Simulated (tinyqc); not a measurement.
What moves the results: Franz-Keldysh effect at a direct gap. A value that a table varies takes the place of the one given here.

Parabolic bands, vertical transitions, no excitons. For each hole band j: mr = me mj/(me + mj); joint density of states J_j(E) = (mr/c)^(3/2) sqrt(E - Eg)/(2 pi^2), both spins, c = hbar^2/2m0; averaged matrix element |e.p|^2 = m0 Ep/6; alpha_j(E) = 4 pi^2 alpha_f c Ep J_j/(3 nr E) in 1/angstrom (alpha_f the fine-structure constant, listed as alpha among the constants), times 1e8 for 1/cm.

In a field Fd (1 kV/cm = 1e-5 V/angstrom) the electro-optic energy of band j is th = (c (e Fd)^2/mr)^(1/3), and sqrt(E - Eg) in J_j is replaced by pi sqrt(th) [Ai'(b)^2 - b Ai(b)^2] with b = (Eg - E)/th; Ai is the Airy function.

Constants: hbar^2/2m0 = 3.80998211 eV angstrom^2; fine-structure constant alpha = 0.007297352564.

Inputs chosen for the exercise (near those of GaAs; the results hold for these values, not for the real material): Eg = 1.419 eV (direct gap); me = 0.0693 m0 (electron mass); mhh = 0.477 m0 (heavy-hole mass); mlh = 0.0841 m0 (light-hole mass); Ep = 25.3 eV (Kane energy); nr = 3.63 (refractive index); Fd = 100 kV/cm (uniform field); det = 15 meV (detuning below the gap).

## Spectrum around the gap

Absorption (1/cm):

| E - Eg (eV) | alpha(0) | alpha(F) | change |
|---|---|---|---|
| -0.0995 | 0 | 2.445 | 2 |
| -0.0796 | 0 | 10.63 | 11 |
| -0.0597 | 0 | 41.81 | 42 |
| -0.0398 | 0 | 146.4 | 146 |
| -0.0199 | 0 | 448.3 | 448 |
| 0.0000 | 0 | 1176 | 1176 |
| 0.0199 | 3796 | 2586 | -1210 |
| 0.0398 | 5295 | 4658 | -637 |
| 0.0597 | 6398 | 6752 | 354 |
| 0.0796 | 7290 | 7912 | 622 |
| 0.0995 | 8043 | 8067 | 24 |
| 0.1193 | 8694 | 8370 | -324 |
| 0.1591 | 9787 | 9933 | 147 |
| 0.1989 | 10673 | 1.071e+04 | 39 |

At the gap alpha(F) = 1176 1/cm; 79.6 meV below it 10.6 1/cm remain, the tail falling as exp(-(4/3) b^(3/2)). Among the energies listed the largest rise is 1176 1/cm at E - Eg = 0.0 meV and the largest fall -1210 1/cm at 19.9 meV. It changes sign between 0.0 and 19.9 meV, between 39.8 and 59.7 meV, between 99.5 and 119.3 meV and between 119.3 and 159.1 meV; th is 39.8 meV for heavy holes and 46.5 meV for light holes.

## Tail absorption against field

At E = Eg - det; the field takes the values listed. The last column is the length for 10 dB of loss.

Results:

| Fd (kV/cm) | th heavy (meV) | b heavy | alpha (1/cm) | length (micrometre) |
|---|---|---|---|---|
| 10 | 8.57 | 1.750 | 9.55 | 2.41e+03 |
| 20 | 13.61 | 1.102 | 65.6 | 351 |
| 40 | 21.60 | 0.695 | 216 | 107 |
| 60 | 28.30 | 0.530 | 354 | 65.1 |
| 100 | 39.78 | 0.377 | 577 | 39.9 |
| 150 | 52.13 | 0.288 | 791 | 29.1 |
| 250 | 73.28 | 0.205 | 1.10e+03 | 20.9 |
| 400 | 100.25 | 0.150 | 1.43e+03 | 16.1 |

alpha grows by 1.6 decades from 10 to 60 kV/cm and by a factor 1.30 over the last step, where the field grows by 1.6: the exponent (4/3) b^(3/2) goes as 1/Fd, so the gain is steep only while b > 1 (deep in the tail the light-hole pair, with its smaller b, carries most of it), that is up to 20 kV/cm of those listed. Values below about 10 1/cm lie under the Urbach and exciton tails of a real crystal, left out here.

## What moves the tail

At E = Eg - det. Each row changes one parameter from the base and keeps the others.

Results:

| case | th heavy (meV) | alpha (1/cm) |
|---|---|---|
| base | 39.783 | 577.2 |
| Fd = 130 kV/cm | 47.387 | 711.9 |
| det = 25 meV | 39.783 | 341.3 |
| me = 0.0797 m0 | 38.211 | 644.6 |
| mlh = 0.1093 m0 | 39.783 | 605.1 |
| Ep = 27.8 eV | 39.783 | 634.2 |
| nr = 3.81 | 39.783 | 549.9 |

The largest shifts from the base row, up to three for each result and ties (the steps differ in size, so this ranks the rows, not the parameters). th heavy (meV): Fd +7.604, me -1.572; unchanged at the printed digits by det, mlh, Ep and nr. alpha (1/cm): det -236, Fd +135, me +67.4.

(tinyqc, `OMP_NUM_THREADS=1 python tinyqc.py 1682418 1682419 out.jsonl`, Intel(R) Xeon(R) Processor @ 2.30GHz, 1 thread, shared host, about 0.01 s.)
